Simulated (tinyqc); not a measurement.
Inside a calculation: sp3s* tight binding with spin-orbit coupling. Values are carried at full precision from step to step, so a last printed digit may differ when a step is redone from the rounded ones.

sp3s* tight binding, nearest neighbours only: anion (a) at 0, cation (c) at a/4 (1,1,1), orbitals s, px, py, pz, s* on each; k in units of 2 pi/a. With phases e_j = exp(i (pi/2) k.n_j) for n = (1,1,1), (1,-1,-1), (-1,1,-1), (-1,-1,1): g0 = (e1+e2+e3+e4)/4, g1 = (e1+e2-e3-e4)/4, g2 = (e1-e2+e3-e4)/4, g3 = (e1-e2-e3+e4)/4. The diagonal holds the levels Esa, Epa, Exa (s*) and Esc, Epc, Exc. Anion-cation block: <sa|sc> = Vss g0; <sa|xc> = Vsapc g1; <xa|sc> = -Vscpa g1; <xa|xc> = Vxx g0; <xa|yc> = <ya|xc> = Vxy g3, <xa|zc> = <za|xc> = Vxy g2, <ya|zc> = <za|yc> = Vxy g1; <s*a|xc> = Vxapc g1; <xa|s*c> = -Vpaxc g1; y and z take g2 and g3 in place of g1; s-s* and s*-s* vanish.

Constants: hbar^2/2m0 = 3.80998211 eV angstrom^2.

Parameters, chosen for this exercise (near a published set for Si, fitted to gaps, whose masses and valley positions are rough; spin-orbit coupling, where it is added without a refit, lifts the valence top and shrinks all gaps by about a third of the splitting; the results hold for these values, not for the real material): k = (0.44, 0.44, 0.44) 2 pi/a (wave vector); Esa = -4.17 eV (s level of the anion); Epa = 1.694 eV (p level of the anion); Esc = -4.17 eV (s level of the cation); Epc = 1.694 eV (p level of the cation); Exa = 6.724 eV (s* level of the anion); Exc = 6.724 eV (s* level of the cation); Vss = -8.255 eV (s-s); Vxx = 1.707 eV (px-px); Vxy = 4.63 eV (px-py); Vsapc = 5.707 eV (s anion, p cation); Vscpa = 5.707 eV (s cation, p anion); Vxapc = 5.304 eV (s* anion, p cation); Vpaxc = 5.304 eV (p anion, s* cation); Da = 0.042 eV (atomic spin-orbit splitting, anion); Dc = 0.042 eV (the same, cation); a = 5.427 angstrom (lattice constant).

## Phase sums

Form g0 to g3 at this k.

g0, g1, g2, g3: 0.45745-0.25899i  -0.31307+0.37843i  -0.31307+0.37843i  -0.31307+0.37843i

## The Hamiltonian without spin-orbit coupling

Fill in the 10 x 10 matrix.

H(k) (eV):
```
                  sa               xa               ya               za              s*a               sc
sa           -4.1700                0                0                0                0  -3.7762+2.1380i
xa                 0           1.6940                0                0                0   1.7867-2.1597i
ya                 0                0           1.6940                0                0   1.7867-2.1597i
za                 0                0                0           1.6940                0   1.7867-2.1597i
s*a                0                0                0                0           6.7240                0
sc   -3.7762-2.1380i   1.7867+2.1597i   1.7867+2.1597i   1.7867+2.1597i                0          -4.1700
xc   -1.7867-2.1597i   0.7809+0.4421i  -1.4495-1.7521i  -1.4495-1.7521i  -1.6605-2.0072i                0
yc   -1.7867-2.1597i  -1.4495-1.7521i   0.7809+0.4421i  -1.4495-1.7521i  -1.6605-2.0072i                0
zc   -1.7867-2.1597i  -1.4495-1.7521i  -1.4495-1.7521i   0.7809+0.4421i  -1.6605-2.0072i                0
s*c                0   1.6605+2.0072i   1.6605+2.0072i   1.6605+2.0072i                0                0

                  xc               yc               zc             s*c
sa   -1.7867+2.1597i  -1.7867+2.1597i  -1.7867+2.1597i               0
xa    0.7809-0.4421i  -1.4495+1.7521i  -1.4495+1.7521i  1.6605-2.0072i
ya   -1.4495+1.7521i   0.7809-0.4421i  -1.4495+1.7521i  1.6605-2.0072i
za   -1.4495+1.7521i  -1.4495+1.7521i   0.7809-0.4421i  1.6605-2.0072i
s*a  -1.6605+2.0072i  -1.6605+2.0072i  -1.6605+2.0072i               0
sc                 0                0                0               0
xc            1.6940                0                0               0
yc                 0           1.6940                0               0
zc                 0                0           1.6940               0
s*c                0                0                0          6.7240
```

## Levels at this k

Diagonalise H, which belongs to k = (0.44, 0.44, 0.44) (2 pi/a). Four bands are filled (two electrons each); give the make-up of band 5, the lowest empty one.

levels (eV): -10.1881  -6.8100  -1.4348  -1.4348  2.3241  2.8687  4.8228  4.8228  9.1098  11.1915

weights of band 5: s 0.356, p 0.314, s* 0.330

weight of band 5 on atom a = 0.500

The vertical gap at this k is 3.7589 eV; band 5 is mostly s-like.

## Levels at Gamma

Spin-orbit coupling acts within the p shell of each atom as (D/3) L.sigma, D = Da or Dc: it puts four states at Ep + D/3 and two at Ep - 2D/3.

At k = 0 only g0 = 1 is left and H falls into 2 x 2 blocks [[E_a, V], [V, E_c]] with roots (E_a + E_c)/2 -/+ sqrt(((E_a - E_c)/2)^2 + V^2); the s* levels stay uncoupled. The direct gap runs from the highest lower root of the p blocks to the lowest upper root.

Blocks at Gamma (eV):

| block | E_a | E_c | V | lower root | upper root |
|---|---|---|---|---|---|
| s (Gamma6) | -4.1700 | -4.1700 | -8.2550 | -12.4250 | 4.0850 |
| p 3/2 (Gamma8) | 1.7080 | 1.7080 | 1.7070 | 0.0010 | 3.4150 |
| p 1/2 (Gamma7) | 1.6660 | 1.6660 | 1.7070 | -0.0410 | 3.3730 |

direct gap at Gamma = 3.3720 eV

The lowest empty level at Gamma is p-like. The split-off band lies 0.0420 eV below the top, equal to the atomic value.

## Bands near the gap

Diagonalise at L = (1/2,1/2,1/2), X = (1,0,0), W = (1,1/2,0), K = (3/4,3/4,0) and at the fractions named between them; energies from the top of the valence band at Gamma; the matrix is 20 x 20 and 8 levels are filled.

Levels (eV):

| k | level 3 | level 5 | level 7 | level 8 | level 9 | level 10 | level 11 |
|---|---|---|---|---|---|---|---|
| L | -7.082 | -1.490 | -1.462 | -1.462 | 2.504 | 2.504 | 2.597 |
| L-G 0.5 | -3.914 | -0.866 | -0.838 | -0.838 | 2.424 | 2.424 | 4.010 |
| G | -0.042 | 0.000 | 0.000 | 0.000 | 3.372 | 3.372 | 3.414 |
| G-X 0.2 | -0.953 | -0.481 | -0.460 | -0.460 | 2.835 | 2.835 | 3.847 |
| G-X 0.4 | -2.819 | -1.365 | -1.353 | -1.353 | 1.928 | 1.928 | 4.039 |
| G-X 0.6 | -4.799 | -2.188 | -2.181 | -2.181 | 1.336 | 1.336 | 3.327 |
| G-X 0.7 | -5.739 | -2.507 | -2.502 | -2.502 | 1.229 | 1.229 | 2.891 |
| G-X 0.8 | -6.626 | -2.744 | -2.740 | -2.740 | 1.257 | 1.257 | 2.450 |
| G-X 0.9 | -7.455 | -2.889 | -2.887 | -2.887 | 1.413 | 1.413 | 2.036 |
| X | -8.224 | -2.937 | -2.937 | -2.937 | 1.680 | 1.680 | 1.680 |
| W | -8.220 | -2.944 | -2.930 | -2.930 | 1.676 | 1.676 | 1.685 |
| K | -7.755 | -3.155 | -2.509 | -2.509 | 1.674 | 1.674 | 1.822 |
| K-G 0.5 | -4.566 | -2.050 | -0.916 | -0.916 | 2.301 | 2.301 | 3.350 |

On these points the lowest empty level is lowest at G-X 0.7, 1.229 eV above the top.

## Valleys and masses

The lowest conduction level (mean of the pair) at Gamma, at its minimum on (x,0,0) for x from 0.5 to 1, and at the point L (L, and X where the search ends there, need not be minima in this model; a zero or negative inverse mass shows it). Inverse masses m0/m = (E(+h) + E(-h) - 2 E)/(2 c q^2) with c = hbar^2/2m0, q = h 2 pi/a, h = 0.002; longitudinal along the valley axis ([100] at Gamma and Delta, [111] at L), transverse along [010] or [1-10]. A dash: the next level lies within 0.15 eV, so a single mass has no use there.

Valleys:

| valley | x (2 pi/a) | E - Ev (eV) | m0/m_l | m0/m_t |
|---|---|---|---|---|
| Gamma | 0.0000 | 3.3720 | - | - |
| Delta | 0.7289 | 1.2235 | 1.32 | 0.64 |
| L | 0.5000 | 2.5040 | - | - |

Of these three the lowest is the Delta line, which makes the gap indirect, 1.2235 eV. At Delta m0/m_t is 0.64. This nearest-neighbour model is fitted to gaps: it places the Delta minimum and the masses at Delta and L only roughly (transverse masses can be several times too heavy), and since its bands are flat from X to W the transverse mass grows too heavy towards X; d orbitals or second neighbours cure this.

## Checks

- Direct gap at Gamma from the blocks against the full matrix: both 3.37200.

(tinyqc, `OMP_NUM_THREADS=1 python tinyqc.py 1450602 1450603 out.jsonl`, Intel(R) Xeon(R) Processor @ 2.30GHz, 1 thread, shared host, about 0.1 s.)
